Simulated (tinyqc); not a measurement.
Inside a calculation. Method: RKS/BLYP in the sto-3g basis, for H2, spin multiplicity 1. Computed by tinyqc, a small Python program that keeps every step (integrals from PySCF). Settings: charge = 0, multiplicity = 1, basis = sto-3g, energy threshold = 1e-09, iteration cap = 72, orthogonalisation = canonical, start = atomic densities, DIIS depth = 6, method = RKS, functional = blyp, grid = [10, 50]. Command: `OMP_NUM_THREADS=1 python tinyqc.py 30290 30291 out.jsonl` (the two numbers bound the seeds that draw the settings). One thread of a shared host (Intel(R) Xeon(R) Processor @ 2.60GHz), about 0.2 s of CPU time with the checks. Later iterations appear only in the table of the cycle.

## One-electron integrals

Geometry (angstrom):
```
atom        x        y        z
H     0.00000  0.00000  0.00000
H     0.00000  0.00000  1.13000
```

Basis sto-3g: exponents (1/bohr^2) and contraction coefficients of normalised primitives:
```
element  l (shell)  exponent  coefficient
H            s (1)   3.42525      0.15433
H            s (1)   0.62391      0.53533
H            s (1)   0.16886      0.44463
```

Overlap, kinetic and nuclear-attraction integrals over the contracted functions; the nuclear repulsion is the sum of Za Zb / Rab.

nuclear repulsion = 0.4682984 hartree

overlap S, order 1H 1s, 2H 1s:
$$\begin{pmatrix}
1.00000 & 0.42335 \\
0.42335 & 1.00000
\end{pmatrix}$$

kinetic energy T (hartree), order 1H 1s, 2H 1s:
$$\begin{pmatrix}
0.76003 & 0.06992 \\
0.06992 & 0.76003
\end{pmatrix}$$

nuclear attraction V (hartree), order 1H 1s, 2H 1s:
$$\begin{pmatrix}
-1.68629 & -0.63800 \\
-0.63800 & -1.68629
\end{pmatrix}$$

core Hamiltonian H = T + V (hartree), order 1H 1s, 2H 1s:
$$\begin{pmatrix}
-0.92626 & -0.56808 \\
-0.56808 & -0.92626
\end{pmatrix}$$

## Two-electron integrals

Functions are numbered as in S; the eight-fold symmetry (ij|kl) = (ji|kl) = (kl|ij) leaves the list below.

Two-electron integrals (ij|kl) in chemists' order, unique and non-zero (hartree):
```
(11|11) 0.77461   (21|11) 0.25340   (21|21) 0.11109   (22|11) 0.43779
(22|21) 0.25340   (22|22) 0.77461
```

## Orthogonalisation

S = U s U^T; canonical form X = U s^(-1/2), so that X^T S X = 1. Each column of U has its largest component positive (the first on a tie).

eigenvalues of S: [0.57665, 1.42335]

X, order 1H 1s, 2H 1s:
$$\begin{pmatrix}
0.93117 & 0.59269 \\
-0.93117 & 0.59269
\end{pmatrix}$$

## Starting guess

The start is atomic minimal-basis densities projected into this basis (PySCF's MINAO start) and scaled to the electron count of each spin; this density is not idempotent, so its energy is not variational and may lie below the converged one.

D at the start, order 1H 1s, 2H 1s:
$$\begin{pmatrix}
0.96070 & 0.09282 \\
0.09282 & 0.96070
\end{pmatrix}$$

## Iteration 1: exchange-correlation on the grid

Becke grid with 10 radial and 50 angular points per atom, points of zero weight dropped. rho = sum D_ij phi_i phi_j; V_xc,ij = sum w v_xc phi_i phi_j plus the gradient terms; v_xc is d(rho eps)/d rho at fixed gradient.

The 12 grid points with the largest w rho, of 994 (bohr, atomic units):
```
x                y        z        w      rho  |grad rho|^2    eps_xc      v_xc
-0.74840   0.00000  0.74840  0.15383  0.05798       0.00971  -0.34117  -0.40033
0.00000   -0.74840  0.74840  0.15383  0.05798       0.00971  -0.34117  -0.40033
0.74840    0.00000  0.74840  0.15383  0.05798       0.00971  -0.34117  -0.40033
0.00000    0.74840  0.74840  0.15383  0.05798       0.00971  -0.34117  -0.40033
0.00000   -0.74840  1.38699  0.15383  0.05798       0.00971  -0.34117  -0.40033
0.74840    0.00000  1.38699  0.15383  0.05798       0.00971  -0.34117  -0.40033
0.00000    0.74840  1.38699  0.15383  0.05798       0.00971  -0.34117  -0.40033
-0.74840   0.00000  1.38699  0.15383  0.05798       0.00971  -0.34117  -0.40033
0.61106   -0.61106  0.61106  0.15554  0.05273       0.01042  -0.33750  -0.38677
-0.61106   0.61106  0.61106  0.15554  0.05273       0.01042  -0.33750  -0.38677
0.61106    0.61106  0.61106  0.15554  0.05273       0.01042  -0.33750  -0.38677
-0.61106  -0.61106  0.61106  0.15554  0.05273       0.01042  -0.33750  -0.38677
```

electrons on the grid, sum of w rho = 1.99853

E_xc = sum of w rho eps_xc = -0.6849432 hartree

V_xc (hartree), order 1H 1s, 2H 1s:
$$\begin{pmatrix}
-0.43817 & -0.16637 \\
-0.16637 & -0.43817
\end{pmatrix}$$

## Iteration 1: building the Kohn-Sham matrix

J_ij = sum D_kl (ij|kl); F = H + J + V_xc; E = tr D H + tr D J / 2 + E_xc + E_nn.

Coulomb J (hartree), order 1H 1s, 2H 1s:
$$\begin{pmatrix}
1.21180 & 0.50752 \\
0.50752 & 1.21180
\end{pmatrix}$$

Kohn-Sham matrix F (hartree), order 1H 1s, 2H 1s:
$$\begin{pmatrix}
-0.15263 & -0.22693 \\
-0.22693 & -0.15263
\end{pmatrix}$$

total energy of this density = -0.8905390 hartree

This density is the starting one; it is not idempotent, so its energy is not variational and may lie below the converged one.

## Iteration 1: diagonalisation and new density

Diagonalise F' = X^T F X, C = X C', fill 1 alpha and 1 beta electrons from the bottom; D = 2 C_occ C_occ^T. Each column has its largest component positive (the first on a tie).

F' = X^T F X (hartree):
$$\begin{pmatrix}
0.12884 & 0.00000 \\
0.00000 & -0.26667
\end{pmatrix}$$

orbital energies (hartree): MO1 -0.26667, MO2 0.12884

coefficients C, order 1H 1s, 2H 1s:
$$\begin{pmatrix}
0.59269 & 0.93117 \\
0.59269 & -0.93117
\end{pmatrix}$$

D after iteration 1, order 1H 1s, 2H 1s:
$$\begin{pmatrix}
0.70257 & 0.70257 \\
0.70257 & 0.70257
\end{pmatrix}$$

## Iteration 2: exchange-correlation on the grid

As before.

The 12 grid points with the largest w rho, of 994 (bohr, atomic units):
```
x                y        z        w      rho  |grad rho|^2    eps_xc      v_xc
-0.74840   0.00000  1.38699  0.15383  0.07195       0.01208  -0.35921  -0.43144
0.00000   -0.74840  1.38699  0.15383  0.07195       0.01208  -0.35921  -0.43144
0.00000    0.74840  1.38699  0.15383  0.07195       0.01208  -0.35921  -0.43144
0.74840    0.00000  1.38699  0.15383  0.07195       0.01208  -0.35921  -0.43144
0.74840    0.00000  0.74840  0.15383  0.07195       0.01208  -0.35921  -0.43144
0.00000    0.74840  0.74840  0.15383  0.07195       0.01208  -0.35921  -0.43144
0.00000   -0.74840  0.74840  0.15383  0.07195       0.01208  -0.35921  -0.43144
-0.74840   0.00000  0.74840  0.15383  0.07195       0.01208  -0.35921  -0.43144
0.31912   -0.31912  1.17804  0.10613  0.09745       0.00865  -0.38212  -0.48456
-0.31912   0.31912  1.17804  0.10613  0.09745       0.00865  -0.38212  -0.48456
0.31912    0.31912  1.17804  0.10613  0.09745       0.00865  -0.38212  -0.48456
-0.31912  -0.31912  1.17804  0.10613  0.09745       0.00865  -0.38212  -0.48456
```

electrons on the grid, sum of w rho = 1.99850

E_xc = sum of w rho eps_xc = -0.6651255 hartree

V_xc (hartree), order 1H 1s, 2H 1s:
$$\begin{pmatrix}
-0.43386 & -0.17028 \\
-0.17028 & -0.43386
\end{pmatrix}$$

## Iteration 2: building the Kohn-Sham matrix

As before.

Coulomb J (hartree), order 1H 1s, 2H 1s:
$$\begin{pmatrix}
1.20786 & 0.51216 \\
0.51216 & 1.20786
\end{pmatrix}$$

Kohn-Sham matrix F (hartree), order 1H 1s, 2H 1s:
$$\begin{pmatrix}
-0.15225 & -0.22620 \\
-0.22620 & -0.15225
\end{pmatrix}$$

total energy of this density = -1.0881456 hartree

## Iteration 2: DIIS over 2 matrices

error matrix X^T (FDS - SDF) X:
$$\begin{pmatrix}
0.00000 & 0.00000 \\
0.00000 & 0.00000
\end{pmatrix}$$

B (overlaps of the stored error matrices):
$$\begin{pmatrix}
0.0000000e+00 & 0.0000000e+00 \\
0.0000000e+00 & 0.0000000e+00
\end{pmatrix}$$

Minimise |sum c_i e_i|^2 with sum c_i = 1: solve [B -1; -1 0][c; lambda] = [0; -1] with B_ij = tr e_i^T e_j, and take F = sum c_i F_i.

DIIS coefficients: [0.69290, 0.30710]

extrapolated F (hartree), order 1H 1s, 2H 1s:
$$\begin{pmatrix}
-0.15252 & -0.22671 \\
-0.22671 & -0.15252
\end{pmatrix}$$

## Iteration 2: diagonalisation and new density

As before.

F' = X^T F X (hartree):
$$\begin{pmatrix}
0.12866 & 0.00000 \\
0.00000 & -0.26643
\end{pmatrix}$$

orbital energies (hartree): MO1 -0.26643, MO2 0.12866

coefficients C, order 1H 1s, 2H 1s:
$$\begin{pmatrix}
0.59269 & 0.93117 \\
0.59269 & -0.93117
\end{pmatrix}$$

D after iteration 2, order 1H 1s, 2H 1s:
$$\begin{pmatrix}
0.70257 & 0.70257 \\
0.70257 & 0.70257
\end{pmatrix}$$

## Iteration 3 (converged): orbitals

converged F (hartree), order 1H 1s, 2H 1s:
$$\begin{pmatrix}
-0.15225 & -0.22620 \\
-0.22620 & -0.15225
\end{pmatrix}$$

As before.

F' = X^T F X (hartree):
$$\begin{pmatrix}
0.12824 & 0.00000 \\
0.00000 & -0.26589
\end{pmatrix}$$

orbital energies (hartree): MO1 -0.26589, MO2 0.12824

coefficients C, order 1H 1s, 2H 1s:
$$\begin{pmatrix}
0.59269 & 0.93117 \\
0.59269 & -0.93117
\end{pmatrix}$$

D after iteration 3, order 1H 1s, 2H 1s:
$$\begin{pmatrix}
0.70257 & 0.70257 \\
0.70257 & 0.70257
\end{pmatrix}$$

## Convergence

Stop when the energy changes by less than 1e-09 hartree and every element of the error matrix X^T (F D S - S D F) X is below 9e-06.

Course of the cycle:
```
iteration  E (hartree)     change  largest element of the error matrix
1           -0.8905390          -                             6.43e-16
2           -1.0881456  -1.98e-01                             1.26e-15
3           -1.0881456  -4.44e-16                             1.84e-16
```

PySCF RKS in the same basis, fine grid = -1.0888431 hartree

Converged in 3 iterations. The coarse grid moves the energy by +6.98e-04 hartree.

## Populations, bond orders and dipole

Mulliken: Z minus the diagonal of D S on the atom; Loewdin: the same with S^(1/2) D S^(1/2); Mayer order: 2 sum_s sum (D(s) S)_ij (D(s) S)_ji over the two atoms.

Charges (e):
```
atom  Mulliken  Loewdin
1H           0        0
2H           0  0.00000
```

Mayer bond orders:
```
pair    order
2-1   1.00000
```

dipole moment about the origin, x y z (debye): [0.00000, 0.00000, 0.00000]
